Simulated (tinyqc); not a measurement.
Energy and delay of logic against supply voltage: one step of the calculation.

One expression serves below and above threshold: I(Vg) = Ik [ln(1 + exp((Vg - VT + dd V)/(al nf Vt)))]^al, with I_on = I(V) and I_off = I(0). Gate delay td = kd C V/I_on, clock period LD td. Per gate and cycle the switching energy is act C V^2 and the leakage energy I_off V LD td. No short-circuit current, no variation. Minima are sought above 0.09 V; below a few Vt gates no longer switch and the model has no meaning.

Task. Currents, delay and energies. I_on, I_off, td, clock frequency 1/(LD td), both energies and their sum.

Values chosen for this exercise; values of the order met in logic technologies: temperature T = 300 K; threshold voltage at zero drain bias VT = 0.35 V; slope factor nf = 1.29; barrier lowering per volt of supply dd = 0.08; specific current of a gate Ik = 0.38 uA; exponent of the current law al = 1.6; load capacitance of a gate C = 2.7 fF; delay factor kd = 0.8; logic depth LD = 16; activity factor act = 0.02; supply voltage V = 0.95 V.

Constants: q = 1.602176634e-19 C, kB = 1.380649e-23 J/K, Vt = kB T/q. Results are converted to the units shown.

Give: I_on; I_off; td; clock frequency; switching energy; leakage energy; energy.

Result.

I_on = 22.09 uA
I_off = 0.1022 nA
td = 92.90 ps
clock frequency = 0.6728 GHz
switching energy = 48.73 aJ
leakage energy = 0.1443 aJ
energy = 48.88 aJ

I_on/I_off = 2.16e5; leakage makes up 0.295 % of the energy.

Program tinyqc, `OMP_NUM_THREADS=1 python tinyqc.py 2082186 2082187 out.jsonl`; Intel Xeon 2.30GHz, shared host, one thread, about 0.01 s.
